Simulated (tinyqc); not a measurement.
From one set of inputs to another, one input at a time: regular and subregular solution with a miscibility gap. Computed by tinyqc, a small Python program. Command: `OMP_NUM_THREADS=1 python tinyqc.py 3021703 3021704 out.jsonl regsol ladder`. One thread of a shared host (Intel(R) Xeon(R) Processor @ 2.30GHz), about 0.02 s of CPU time with the checks.

Per mole of mixing sites: G(x) = x (1 - x) [L0 + L1 (1 - 2x)] + R T [x ln x + (1 - x) ln(1 - x)], x the fraction of B.

The inputs printed are set A. Set A is modelled on Ga(1-x)In(x)As; the values taken over come from a set modelled on Ga(1-x)In(x)N. Inputs not listed in the table keep their values of set A, so the rows need not describe a real material.

Inputs (values chosen for the exercise, modelled on Ga(1-x)In(x)As): lattice constant a_A = 5.653 angstrom; lattice constant a_B = 6.058 angstrom; constant K = 50100 kJ angstrom^2.5/mol; asymmetry L1 = -1.6 kJ/mol; temperature T = 340 K.

Source of L0: delta-lattice-parameter rule.

Constants: R = 8.314462618 J/(mol K).

Method:
- A bonding enthalpy -K a^(-2.5) with a linear in x gives L0 = 4.375 K (a_A - a_B)^2/abar^4.5, abar the mean lattice constant; eta = (a_B - a_A)/abar.
- The spinodal is G'' = 0, R T_s(x) = x (1 - x) [2 L0 + 6 L1 (1 - 2x)]; the critical point is its maximum.
- G' = L0 (1 - 2x) + L1 (1 - 6x + 6x^2) + R T ln[x/(1 - x)]; G'' = -2 L0 - 6 L1 (1 - 2x) + R T/[x (1 - x)].
- Solve G'' = 0 on each side of x_c.

Each row keeps all changes above it:
```
input moved                        from     to  critical temperature T_c (K)  spinodal x_s1  critical composition x_c
set A                                 -      -                         785.7        0.18020                   0.58644
constant K (kJ angstrom^2.5/mol)  50100  46000                         725.5        0.20261                   0.59274
lattice constant a_B (angstrom)   6.058   4.98                        2982.6        0.03247                   0.52408
asymmetry L1 (kJ/mol)              -1.6   -5.1                        3043.7        0.04160                   0.57243
temperature T (K)                   340   1098                        3043.7        0.13788                   0.57243
lattice constant a_A (angstrom)   5.653    4.5                        2615.8        0.17143                   0.58314
```

Where does the difference come from?

Critical temperature T_c goes from 786 to 2620, a factor 3.33 in all. The largest single move comes from lattice constant a_B (a factor 4.11), and lattice constant a_A works against it (a factor 0.859). Spinodal x_s1 goes from 0.180 to 0.171, a factor 0.951 in all. The largest single move comes from lattice constant a_B (a factor 0.160), and temperature T works against it (a factor 3.31). Critical composition x_c goes from 0.586 to 0.583, a factor 0.9944 in all. The largest single move comes from lattice constant a_B (a factor 0.884), and asymmetry L1 works against it (a factor 1.09). The single moves hold for this order of the switches; the total does not depend on the order.

Caution (rows lattice constant a_B, asymmetry L1, temperature T, lattice constant a_A): a real alloy may melt or decompose below this critical temperature.

Extremes, crossings and ranges named in words are read from the listed rows.
